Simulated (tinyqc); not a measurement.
Ways to converge the cycle: SCF convergence aids in the sto-3g basis, for H4, spin multiplicity 1. Computed by the program tinyqc with PySCF. 

Geometry (angstrom):

| atom | x | y | z |
|---|---|---|---|
| H | 0.0000 | 0.0000 | 0.0000 |
| H | 0.0000 | 0.0000 | 0.8110 |
| H | 0.0000 | 0.0000 | 1.9970 |
| H | 0.0000 | 0.0000 | 2.8080 |

lowest restricted solution found by these runs and by PySCF = -2.192353 hartree

RHF with one setting changed at a time; a run stops when the energy changes by less than 1e-09 hartree and the error matrix is below 1e-5. The start is the Wolfsberg-Helmholz matrix. Damping d keeps d of the old density; a shift (hartree) raises the virtual levels; DIIS n extrapolates F over n matrices.

Largest element of the error matrix X^T (FDS - SDF) X:

| iteration | plain | damping 0.3 | damping 0.6 | shift 0.4 | DIIS 3 | DIIS 8 |
|---|---|---|---|---|---|---|
| 1 | 8.2e-02 | 8.2e-02 | 8.2e-02 | 8.2e-02 | 8.2e-02 | 8.2e-02 |
| 2 | 2.0e-02 | 3.5e-02 | 5.0e-02 | 3.4e-02 | 2.0e-02 | 2.0e-02 |
| 3 | 5.0e-03 | 1.7e-02 | 3.6e-02 | 1.6e-02 | 3.4e-03 | 3.4e-03 |
| 4 | 1.2e-03 | 8.3e-03 | 2.5e-02 | 6.9e-03 | 1.7e-06 | 1.7e-06 |
| 5 | 3.1e-04 | 4.0e-03 | 1.8e-02 | 3.1e-03 | 1.1e-08 | 6.8e-07 |
| 6 | 7.7e-05 | 1.9e-03 | 1.3e-02 | 1.3e-03 | - | - |
| 8 | 4.7e-06 | 4.3e-04 | 6.3e-03 | 2.5e-04 | - | - |
| 10 | - | 9.7e-05 | 3.1e-03 | 4.8e-05 | - | - |
| 14 | - | 4.9e-06 | 7.6e-04 | - | - | - |
| 20 | - | - | 9.0e-05 | - | - | - |
| 30 | - | - | 2.5e-06 | - | - | - |

How each run ends:

| run | iterations | E (hartree) | state |
|---|---|---|---|
| plain | 8 | -2.19235 | lowest found |
| damping 0.3 | 16 | -2.19235 | lowest found |
| damping 0.6 | 33 | -2.19235 | lowest found |
| shift 0.4 | 12 | -2.19235 | lowest found |
| DIIS 3 | 5 | -2.19235 | lowest found |
| DIIS 8 | 5 | -2.19235 | lowest found |

6 of 6 runs reach the lowest restricted solution found, in 5 to 33 iterations (fastest: DIIS 3, DIIS 8). Plain steps already contract here, so damping only slows them. DIIS 3 and DIIS 8 gain by cancelling the error over several earlier matrices, much as a quasi-Newton step does.
